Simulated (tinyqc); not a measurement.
Worked calculation: plasmons of a degenerate electron gas in the random-phase approximation. Values are carried at full precision from step to step, so a last printed digit may differ when a step is redone from the rounded ones.

Zero temperature, parabolic band: kF = (3 pi^2 n)^(1/3), EF = c kF^2/m, Ep^2 = 8 pi c e2 n/(m eb), qTF^2 = 6 pi e2 n/(eb EF), c = hbar^2/2m0, e2 = e^2/(4 pi eps0), n in 1/angstrom^3 (1e-24 per 1/cm^3).

Constants: hbar^2/2m0 = 3.80998211 eV angstrom^2; e^2/(4 pi eps0) = 14.39964547 eV angstrom; a0 (Bohr radius) = 0.5291772105 angstrom.

Values chosen for the exercise (mass and background constant near those of GaAs; polar phonons, which mix with the plasmon in the real crystal, and the rise of the mass with filling are left out; not measured data):
```
symbol  value    unit        meaning
n       1.7e+19  1/cm^3      electron density
m       0.0658   m0          mass
eb      10.9                 background dielectric constant
q       0.103    1/angstrom  wave vector
E       148      meV         energy transfer
qp      0.0236   1/angstrom  wave vector of the plasmon
```

## Scales of the gas

Also rs = (3/(4 pi n))^(1/3) m/(a0 eb).

kF = 0.079547 1/angstrom
EF = 366.39 meV
Ep = 180.78 meV
qTF = 0.033991 1/angstrom
hbar vF = 9.2119 eV angstrom
rs = 0.275

Ep/EF = 0.493. With rs below 1 the random-phase approximation is within its range.

## The dielectric function at one point

Lindhard function: eps(q, E)/eb = 1 + (qTF/q)^2 (f1 + i f2) with z = q/(2 kF), u = E/(hbar vF q), hbar vF = 2 c kF/m; f1 = 1/2 + [h(z - u) + h(z + u)]/(8 z), h(x) = (1 - x^2) ln|(x + 1)/(x - 1)|; f2 = pi u/2 for z + u < 1, (pi/(8 z))(1 - (z - u)^2) for |z - u| < 1 < z + u, else 0. Pairs exist for c (q^2 - 2 q kF)/m < E < c (q^2 + 2 q kF)/m.

E in eV is E/1000. Give also the loss function Im(-eb/eps).

z, u: 0.6474  0.1560

f1, f2: 0.8093  0.2450

eps/eb = 1.088+0.027i
loss function = 0.023

The point lies inside the pair continuum, so eps has an imaginary part.

## The plasmon at one wave vector

Solve f1 (qTF/q)^2 = -1 above the continuum, and compare with E^2 = Ep^2 + (3/5)(hbar vF q)^2 + (c q^2/m)^2.

top of the continuum = 249.7 meV
plasmon energy = 261.3 meV
short formula = 249.2 meV

The plasmon lies 11.69 meV above the continuum and 44.6 % above Ep; the short formula errs by -4.66 %.

## Where Landau damping starts

Find qc at which the plasmon meets the top of the continuum, eps(qc, c (qc^2 + 2 qc kF)/m) = 0, and compare with Ep/(hbar vF).

qc = 0.02697 1/angstrom
qc/kF = 0.339
energy there = 290.5 meV
Ep/(hbar vF) = 0.01962 1/angstrom

The simple estimate is 0.728 times qc.

## Checks

- F-sum of the loss function at q = 1.3 qc over (pi/2) Ep^2 against 1: both 1.00.
- f1 at E = 0 and z = 0.6 against the static Lindhard function: both 0.86968.

(tinyqc, `OMP_NUM_THREADS=1 python tinyqc.py 1651154 1651155 out.jsonl`, Intel(R) Xeon(R) Processor @ 2.30GHz, 1 thread, shared host, about 0.01 s.)
